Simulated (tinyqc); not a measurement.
# Deep-level transient spectroscopy: the DLTS spectrum

Schottky contact on an n-type layer with shallow donors Nd (all ionised) and a donor-like deep trap, neutral when filled and positive when empty; depletion approximation. Traps within lam of the depletion edge stay filled. A long pulse to Vp fills the traps beyond x1 = Wp - lam; back at Vr those between x1 and x2 = Wr - lam emit. A rate window reads S = C(t2) - C(t1).

Emission rate en = sn vth(T) Nc(T) exp(-Et/kB T) = sn g T^2 exp(-Et/kB T), g = vth Nc/(300 K)^2, as vth goes as T^0.5 and Nc as T^1.5 (degeneracy factor 1). lam = sqrt(2 eps0 eps_r (EF - ET)/(q Nd)), EF - ET = Et - (kB T/q) ln(Nc(T)/Nd), Nc(T) = Nc (T/300 K)^1.5. In the steady state at the band bending V, 2 eps0 eps_r V/q = Nd W^2 + Nt (W - lam)^2 (the second term only if W > lam). W(t)^2 = Wr^2 + (Nt/Nd)(x2^2 - x1^2) exp(-en t), C = eps0 eps_r/W; for small Nt, dC/C = -(Nt/2 Nd) G exp(-en t) with G = (x2^2 - x1^2)/Wr^2. For an exponential transient S peaks where en = ew = ln(t2/t1)/(t2 - t1).

Parameters, values chosen for the exercise; material values close to those of silicon:
- eps_r = 11.8 (relative permittivity)
- Nc = 2.76e19 cm^-3 (conduction-band density of states at 300 K)
- vth = 2.2e7 cm/s (thermal velocity at 300 K)
- Nd = 9.2e14 cm^-3 (shallow donor density)
- Vbi = 0.57 V (built-in voltage)
- Et = 0.15 eV (depth of the trap below the conduction edge)
- sn = 1.5e-14 cm^2 (capture cross-section)
- Nt = 3.3e13 cm^-3 (trap density)
- Vr = 9 V (reverse bias)
- Vp = 0.4 V (reverse bias during the filling pulse)
- t1 = 0.1 ms (first sampling time)
- t2 = 0.25 ms (second sampling time)

Constants: q = 1.602176634e-19 C, kB = 1.380649e-23 J/K, eps0 = 8.8541878128e-14 F/cm where lengths are in cm. Results are converted to the units shown.

Results:
```
T (K)	en (1/s)	S (pF/cm^2)
78	125.2	0.6930
81	308.5	1.660
84	714.7	3.602
87	1567	6.863
93	6508	12.74
96	1.245e4	9.640
99	2.293e4	3.898
102	4.083e4	0.6743
105	7.045e4	0.03505
108	1.181e5	2.989e-4
111	1.929e5	1.697e-7
```

Estimate the missing row, T = 90 K.

Computed row:
```
T (K)	en (1/s)	S (pF/cm^2)
90	3266	10.82
```

With this row back in the table: S goes from 0.693 through a maximum of 12.7 (at T = 93 K among the rows listed) to 1.70e-7 pF/cm^2; en equals ew = 6110 1/s at 92.72 K. Colder, the trap has hardly emitted by t2; warmer, it is empty before t1. Rows above half of the largest S span 87 to 96 K. In 11 of the 12 rows T is below 110 K, where shallow donors begin to freeze out; the model keeps them ionised.

tinyqc, about 0.01 s, one thread, Intel Xeon 2.30GHz (shared host): `OMP_NUM_THREADS=1 python tinyqc.py 2050079 2050080 out.jsonl`
